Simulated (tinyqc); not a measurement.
Carrier lifetime of a p-type layer with SRH, radiative, Auger and surface recombination: one step of the calculation.

Uniform excess density dn = dp (no trapping), n = n0 + dn, p = p0 + dn, Boltzmann statistics, full ionisation. Surfaces enter as a rate 2 S dn/d, which holds while diffusion to them is fast.

Task. Equilibrium densities and SRH constants. ni = sqrt(Nc Nv) exp(-Eg/(2 Vt)), Eg in volts; majority density N/2 + sqrt(N^2/4 + ni^2), n0 p0 = ni^2; n1 = Nc exp(-Et/Vt), p1 = Nv exp((Et - Eg)/Vt); tn0 = 1/(sn vth Nt), tp0 = 1/(sp vth Nt).

Inputs (values chosen for the exercise); band and dielectric values those of a made-up semiconductor: temperature T = 300 K; band gap Eg = 1.27 eV; conduction-band density of states at T Nc = 4.53e17 cm^-3; valence-band density of states at T Nv = 1.06e19 cm^-3; acceptor density N = 8.9e16 cm^-3; trap density Nt = 3.7e11 cm^-3; capture cross-section for electrons sn = 6e-14 cm^2; capture cross-section for holes sp = 5e-15 cm^2; thermal velocity (both carriers) vth = 1.5e7 cm/s; trap level below the conduction band Et = 0.53 eV.

Constants: q = 1.602176634e-19 C, kB = 1.380649e-23 J/K, Vt = kB T/q. Results are converted to the units shown.

Give: ni; n0; p0; n1; p1; tn0; tp0.

Result.

ni = 4.712e7 cm^-3
n0 = 0.02494 cm^-3
p0 = 8.900e16 cm^-3
n1 = 5.656e8 cm^-3
p1 = 3.925e6 cm^-3
tn0 = 3.003e-6 s
tp0 = 3.604e-5 s

Numbers from tinyqc (`OMP_NUM_THREADS=1 python tinyqc.py 2300009 2300010 out.jsonl`; about 0.01 s on one thread of a shared Intel Xeon 2.30GHz).
